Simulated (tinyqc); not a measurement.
Rise against time: self-heating of a transistor with one or more fingers, with temperature-dependent conductivity. Computed by tinyqc, a small Python program. Command: `OMP_NUM_THREADS=1 python tinyqc.py 3014983 3014984 out.jsonl selfheat walk`. One thread of a shared host (Intel(R) Xeon(R) Processor @ 2.30GHz), about 0.08 s of CPU time with the checks.

N long parallel fingers lie on the top face of a slab whose bottom is held at T_0; the top is otherwise insulated, and heat flows in two dimensions. P in W/mm is 1000 P in W/m.

Inputs (values chosen for the exercise, modelled on indium phosphide):
```
quantity                                      value           unit
conductivity at the base temperature kappa_0   66.6        W/(m K)
power per gate width P                         0.58           W/mm
fingers N                                         4              -
finger pitch s                                   50     micrometre
width of the heat source w                      0.2     micrometre
substrate thickness t                           240     micrometre
heat capacity C                                1.49  1e6 J/(m^3 K)
pulse length                                   0.45    microsecond
```

Power: fixed power.

Method:
- A line source of power P on the top face raises the top at distance x by (P/(pi kappa_0)) g(x), g(x) = -ln tanh(pi x/(4 t)) (the image sum for the slab). On a strip of width w the centre sees the mean of g over the strip, g_0 = 1 + ln(8 t/(pi w)) for w much below t.
- theta_i = (P/(pi kappa_0)) [g_0 + sum over j != i of g(|i - j| s)], with equal powers and constant conductivity; thermal resistance = largest theta/P.
- After switching on, theta(tau) = (P D/kappa_0) int_0^tau X(u) Z(u) du at the hottest finger, D = kappa_0/C; X = sum over fingers at distance x of [erf((x + w/2)/r) - erf((x - w/2)/r)]/(2 w), Z = sum_(j=-200..200) (-1)^j exp(-(2 j t/r)^2)/sqrt(pi D u), r = 2 sqrt(D u); trapezoid rule on 300 points evenly spaced in ln u from u_0 = 1e-3 min(tau, w^2/D) to tau, plus the exact piece 2 sqrt(u_0/(pi D))/w below u_0. Conductivity and power are held at their base values here, and Fourier's law is used even where the diffusion length is near a phonon free path.

diffusivity D = 44.6980 micrometre^2/microsecond

theta of each finger (K): 35.4363  38.2954  38.2954  35.4363

largest theta = 38.2954 K

Heating curve:
```
time (microsecond)  sqrt(D time) (micrometre)  rise (K)  share of the steady rise
0.0013                                0.24105    6.3522                    0.1659
0.013                                 0.76228    9.5259                    0.2487
0.13                                   2.4105    12.716                     0.332
1.3                                    7.6228    15.907                    0.4154
13                                     24.105    19.639                    0.5128
64                                     53.485    24.876                    0.6496
260                                    107.80      31.5                    0.8226
770                                    185.52    36.424                    0.9511
1900                                   291.42    38.141                     0.996
```

What does the comparison show, and why?

Half the steady rise is reached between 1.3 and 13 microseconds, and the last row holds 99.6 % of it; the slowest time constant is 4 t^2/(pi^2 D) = 522 microseconds. While the diffusion length lies between w and the pitch or thickness, the rise grows as the logarithm of time; once it nears the pitch of 50 micrometre the neighbours add their heat.

Extremes, crossings and ranges named in words are read from the listed rows.
